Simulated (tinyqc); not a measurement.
What each parameter does: band offset of a heterojunction with an interface dipole (two-band chains, self-consistent charge).

Sites alternate A, C. Left: A at -G1/2, C at +G1/2, hopping -t1; right: A at D - G2/2, C at D + G2/2, hopping -t2; the bonds across the two interfaces of a ring (C left to A right, C right to A left) have -sqrt(t1 t2). D is the offset of the mid-gaps, so Ev(right) - Ev(left) = D - (G2 - G1)/2 and Ec(right) - Ec(left) = D + (G2 - G1)/2. The closing bond has its sign reversed (antiperiodic ring). Half the levels are filled with two electrons each. The charge moved is q = (electrons on the left) less one a site; the mean over the two interfaces, q/2, is taken as the charge that crosses each, and its dipole opposes the offset: D = D0 - u q/2.

From here on the ring has 24 cells a side.

Inputs chosen for the exercise (gaps near those of SiC and SiO2; the chains and D0 are free models, so the offsets are not those of the real pair; the results hold for these values, not for the real material): G1 = 3.35 eV (gap on the left); G2 = 9.18 eV (gap on the right); t1 = 2.49 eV (hopping on the left); t2 = 1.85 eV (hopping on the right); D0 = -1.56 eV (mid-gap of the right side above that of the left, without dipole); u = 5.2 eV (potential step per electron moved across).

Self-consistent D by bisection, q there, and the two offsets.

Results for these values:
```
case   D (eV)        q  valence offset (eV)  conduction offset (eV)
base  -1.3625  -0.0759              -4.2775                  1.5525
```

What happens to each result for G1 = 3.852 eV, all else kept?

Answer: D falls from -1.3625 to -1.3728; q rises from -0.0759 to -0.0720; valence offset rises from -4.2775 to -4.0368; conduction offset falls from 1.5525 to 1.2912.

The same for each parameter in turn:
```
case             D (eV)        q  valence offset (eV)  conduction offset (eV)
base            -1.3625  -0.0759              -4.2775                  1.5525
G1 = 3.852 eV   -1.3728  -0.0720              -4.0368                  1.2912
G2 = 10.557 eV  -1.3961  -0.0630              -4.9996                  2.2074
t1 = 2.864 eV   -1.3562  -0.0784              -4.2712                  1.5588
t2 = 2.127 eV   -1.3513  -0.0803              -4.2663                  1.5637
D0 = -1.794 eV  -1.5642  -0.0884              -4.4792                  1.3508
u = 5.98 eV     -1.3375  -0.0744              -4.2525                  1.5775
```

Run: tinyqc, `OMP_NUM_THREADS=1 python tinyqc.py 1482288 1482289 out.jsonl`; Intel(R) Xeon(R) Processor @ 2.30GHz, one thread, shared host; about 0.3 s of CPU time with all checks.
